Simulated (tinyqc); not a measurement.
Two coupled magnetic layers: synthetic antiferromagnet, spin flop, exchange bias and magnetoresistance: one step, computed by the program tinyqc.

Moments lie in the plane at the angles p1, p2 from the field. Energy per area: E = J1 cos(p1 - p2) + J2 cos^2(p1 - p2) - B M_s (t1 cos p1 + t2 cos p2) + K (t1 sin^2 p1 + t2 sin^2 p2).

Task: Limit of the antiparallel state. With p1 = 0, p2 = 180 degrees and c2 = J1 - 2 J2 the Hessian is [[c2 + t1 (2K + b), -c2], [-c2, c2 + t2 (2K - b)]], b = B M_s; its determinant vanishes at the positive root of t1 t2 b^2 - c2 (t1 - t2) b - [2K c2 (t1 + t2) + 4 K^2 t1 t2] = 0.

Inputs (values chosen for the exercise, for a model stack):
```
quantity                       value    unit
saturation magnetisation M_s    1070    kA/m
thickness t1                     4.2      nm
thickness t2                     4.2      nm
antiferromagnetic coupling J1   0.83  mJ/m^2
biquadratic coupling J2        0.013  mJ/m^2
in-plane anisotropy K           0.55  kJ/m^3
```

Field direction: along the easy axis.

Give: stability limit B_sf of the antiparallel state.

Result:

stability limit B_sf of the antiparallel state = 19.21 mT
